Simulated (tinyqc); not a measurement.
# Floating body of a partially depleted SOI transistor: body voltage and kink, step by step

Program tinyqc, `OMP_NUM_THREADS=1 python tinyqc.py 2182126 2182127 out.jsonl`; Intel Xeon 2.30GHz, shared host, one thread, about 0.2 s. Printed values are rounded.

Source at 0 V. Channel current Ic = 2 nf K Vt^2 [F(0) - F(Vd)](1 + la Vd), F(V) = ln^2(1 + exp((Vg - VT - nf V)/(2 nf Vt))), VT = VT0 - gb Vb. Saturation voltage Vs = 2 Vt sqrt(F(0)) + 3 Vt, excess Ve = (Vd - Vs + sqrt((Vd - Vs)^2 + 0.0004 V^2))/2, multiplication M1 = Ai Ve exp(-Bl/Ve). Each junction passes D(v) = J1 (exp(v/Vt) - 1) + J2 (exp(v/(2 Vt)) - 1). Bipolar current Ib = bb J1 (exp(Vb/Vt) - 1). The body settles where M1 (Ic + Ib) = D(Vb) + D(Vb - Vd) + Vb/Rb; drain current Id = (1 + M1)(Ic + Ib) - D(Vb - Vd).

Parameters, values chosen for the exercise; values of the order met in partially depleted silicon-on-insulator transistors:
- T = 300 K (temperature)
- VT0 = 0.45 V (threshold at zero body voltage)
- gb = 0.25 (fall of the threshold per volt of body voltage)
- nf = 1.25 (slope factor)
- K = 110 uA/(V^2 um) (gain factor per width)
- la = 0.05 1/V (channel-length modulation factor)
- Ai = 3.34 1/V (impact-ionisation prefactor)
- Bl = 5.9 V (impact-ionisation voltage)
- J1 = 3.9e-13 uA/um (diffusion saturation current of each junction)
- J2 = 7.8e-8 uA/um (recombination saturation current of each junction)
- bb = 1 (gain of the lateral bipolar transistor on the diffusion current)
- Rb = 1e9 kohm um (resistance of a weak body tie to the source (1e9 stands for no tie, and the term is then dropped))
- Vg = 0.93 V (gate voltage)
- Vd = 2.4 V (drain voltage)

Constants: q = 1.602176634e-19 C, kB = 1.380649e-23 J/K, Vt = kB T/q. Results are converted to the units shown.

Range of the model: The multiplication law is an empirical form chosen for the exercise; self-heating and capacitive coupling to the body are left out, and the linear laws are rough once Vb passes about 0.7 V or M1 about 0.1.

## Starting value

Vb = 0.84 V.

Vb at the start = 0.84 V

## Iteration 1: new Vb

Current into the body I_in = M1 (Ic + Ib) - D(Vb - Vd), current out I_out = D(Vb) + Vb/Rb; f = ln(I_in/I_out), s = df/dVb by central differences over 1e-5 V, Vb(new) = Vb - f/s.

Ic = 23.46231 uA/um
Ve = 1.770499 V
M1 = 0.2111554
I_in = 15.59674 uA/um
I_out = 51.28822 uA/um
f = -1.190399
s = -12.21179 1/V
Vb after iteration 1 = 0.7425205 V

## Iteration 2: new Vb

As before.

Ic = 21.83431 uA/um
Ve = 1.789994 V
M1 = 0.2213705
I_in = 5.090501 uA/um
I_out = 1.295659 uA/um
f = 1.368357
s = -34.48640 1/V
Vb after iteration 2 = 0.7821987 V

## Iteration 3: new Vb

As before.

Ic = 22.48991 uA/um
Ve = 1.782059 V
M1 = 0.2171782
I_in = 6.054464 uA/um
I_out = 5.677874 uA/um
f = 0.06421908
s = -30.10484 1/V
Vb after iteration 3 = 0.7843319 V

## Course of the iteration

Stop when the step is below 1e-10 V, or after 40 iterations.

Course of the iteration:
```
iteration  Vb before the step (V)  step (V)
1                            0.84   -0.0975
2                       0.7425205    0.0397
3                       0.7821987   2.13e-3
4                       0.7843319   1.61e-5
5                       0.7843480  9.54e-10
6                       0.7843480         0
```

Converged in 6 iterations.

## Drain current with floating and with grounded body

converged Vb = 0.7843480 V

Id and VT at the converged Vb, Id at Vb = 0, their ratio, and the bipolar share Ib/(Ic + Ib).

VT = 0.2539130 V
Id, floating = 34.53802 uA/um
Id, grounded = 14.86013 uA/um
ratio = 2.324207
bipolar share = 20.63036 %

The body rises to 0.784 V and lowers the threshold by 196 mV.
